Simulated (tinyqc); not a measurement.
# Which input was changed?

Model: growth of a silicide layer between metal and silicon: linear-parabolic kinetics, ramp anneals and Kissinger analysis. Computed by tinyqc, a small Python program. Command: `OMP_NUM_THREADS=1 python tinyqc.py 3026801 3026802 out.jsonl silicide which`. One thread of a shared host (Intel(R) Xeon(R) Processor @ 2.30GHz), about 0.5 s of CPU time with the checks.

One compound layer of thickness x grows by diffusion through itself and reaction at an interface, dx/dt = 1/(2x/K + 1/v), until the metal is used up at x = a h.

Inputs (values chosen for the exercise, modelled on NiSi):

| quantity | value | unit |
|---|---|---|
| metal thickness h | 6.5 | nm |
| silicide formed per metal thickness a | 2.2 | - |
| prefactor of the parabolic constant K | 6.8e+13 | nm^2/s |
| activation energy E of K | 1.59 | eV |
| prefactor of the interface velocity v | 1.3e+14 | nm/s |
| activation energy E_v | 1.75 | eV |
| temperature T | 360 | C |
| time t | 12 | s |
| ramp rate beta | 3 | C/s |

Constants: k_B = 8.617333262e-05 eV/K.

Method:
- The silicide ends at the thickness a h.
- K = K0 exp(-E/(k_B T)), v = v0 exp(-E_v/(k_B T)).
- Temperatures in kelvin are T(C) + 273.15.
- x^2/K + x/v = t, so x = (K/(2v)) [sqrt(1 + 4 v^2 t/K) - 1], capped at a h; completion time t_c = (a h)^2/K + a h/v, a h being the final thickness; crossover thickness K/v.
- Ramp from x = 0 at 100 C at the rate beta: dx/dT = (1/beta)/(2x/K + 1/v), integrated adaptively (tolerance 1e-9) until x = a h at T_f.

Task: One of these inputs alone was changed, within the range given: metal thickness h (3.25 to 13); prefactor of the parabolic constant K (3.4e+13 to 1.36e+14); activation energy E_v (1 to 3); temperature T (180 to 720). Which one, and to what value?

Results:

| run | completion time (s) | thickness at time t (nm) | completion temperature T_f (C) |
|---|---|---|---|
| before | 22.98137 | 9.38017 | 385.9358 |
| after | 19.14002 | 10.41240 | 382.0579 |

Result:

Each candidate set to reproduce completion time, and what it then gives:

| candidate | range searched | value needed | thickness at time t (nm) | completion temperature T_f (C) |
|---|---|---|---|---|
| metal thickness h (nm) | 3.25 to 13 | 5.789 | 9.380 | 382.07 |
| prefactor of the parabolic constant K (nm^2/s) | 3.4e+13 to 1.36e+14 | 9.470e13 | 10.412 | 382.06 |
| activation energy E_v (eV) | 1 to 3 | 1.721 | 10.835 | 382.03 |
| temperature T (C) | 180 to 720 | 363.8 | 10.602 | 385.94 |

Only prefactor of the parabolic constant K fits every result: it went from 6.8e+13 to 9.47e13 nm^2/s. The next best candidate, temperature T, misses one result by 1.8 %.
